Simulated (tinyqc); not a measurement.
## Transfer length from front and end resistance

Problem. A contact of length d and width W has Rc = (Rsh Lt/W) coth(d/Lt) and Re = (Rsh Lt/W)/sinh(d/Lt), with Rsh the sheet resistance under the metal and Lt = sqrt(rc/Rsh). Find Lt, Rsh and rc.

Parameters, values chosen for the exercise:
- d = 6.1 um (contact length)
- W = 290 um (contact width)

Rc = 1.5893487 ohm
Re = 0.31677373 ohm

Solution. Rc/Re = cosh(d/Lt) gives Lt, and Re then gives Rsh.

Lt = 2.66 um
Rsh = 170 ohm/sq
rc = 1.20e-5 ohm cm^2

Computed by the program tinyqc: `OMP_NUM_THREADS=1 python tinyqc.py 2760155 2760156 out.jsonl`, one thread of a shared Intel Xeon 2.30GHz, about 0.01 s for the whole run.
